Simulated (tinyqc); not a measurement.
Filling the band: three-level Kane dispersion of a narrow-gap semiconductor.

Zero of energy at Gamma8, c = hbar^2/2m0, P^2 = Ep c. The free-electron term and remote bands are left out, so the heavy holes are flat at E = 0 and the other three bands obey E (E - Eg)(E + Dso) = P^2 k^2 (E + 2 Dso/3). The conduction band is the highest root; its edge is Ec = max(Eg, 0).

Degenerate electrons at T = 0: kF = (3 pi^2 n)^(1/3), 1 cm^-3 = 1e-24 angstrom^-3; EF is the highest root at kF. The momentum (cyclotron, optical) mass is m(E) = hbar^2 k/(dE/dk) = c d(k^2)/dE with d(k^2)/dE = k^2 [1/E + 1/(E - Eg) + 1/(E + Dso) - 1/(E + 2 Dso/3)]; the density of states is k d(k^2)/dE/(2 pi^2).

Edge mass m0* = Eg (Eg + Dso)/(Ep (Eg + 2 Dso/3)).
Constants: hbar^2/2m0 = 3.80998211 eV angstrom^2.

Values chosen for the exercise (out of a larger set: near those of InAs; not measured data): Eg = 0.432 eV (E(Gamma6) - E(Gamma8)); Dso = 0.38 eV (spin-orbit splitting); Ep = 22.6 eV (Kane energy).

n from 1e15 to 1e19 cm^-3. The last column is the local power d ln(EF - Ec)/d ln n = kF^2/(1.5 (EF - Ec) d(k^2)/dE).

Results:

| n (cm^-3) | kF (1/angstrom) | EF - Ec (meV) | parabolic (meV) | m(EF) | m(EF)/m0* | power |
|---|---|---|---|---|---|---|
| 1.0e+15 | 0.00309 | 1.6 | 1.6 | 0.0228 | 1.01 | 0.664 |
| 1.0e+16 | 0.00667 | 7.4 | 7.5 | 0.0233 | 1.03 | 0.657 |
| 3.0e+16 | 0.00961 | 15.1 | 15.5 | 0.0241 | 1.06 | 0.647 |
| 1.0e+17 | 0.01436 | 32.5 | 34.7 | 0.0257 | 1.14 | 0.627 |
| 3.0e+17 | 0.02071 | 63.7 | 72.2 | 0.0286 | 1.26 | 0.597 |
| 1.0e+18 | 0.03094 | 127.4 | 161.0 | 0.0345 | 1.52 | 0.552 |
| 3.0e+18 | 0.04462 | 228.1 | 334.9 | 0.0437 | 1.93 | 0.507 |
| 1.0e+19 | 0.06665 | 408.1 | 747.3 | 0.0600 | 2.65 | 0.461 |

What does the comparison show?

The power falls from 0.664 to 0.461: 2/3 marks a parabola, 1/3 a linear band. The parabola is within 10 % up to n = 1.0e+17 cm^-3. The mass has doubled by n = 1.0e+19 cm^-3 and ends at 2.7 times its edge value.

(tinyqc, `OMP_NUM_THREADS=1 python tinyqc.py 1081331 1081332 out.jsonl`, Intel(R) Xeon(R) Processor @ 2.30GHz, 1 thread, shared host, about 0.01 s.)
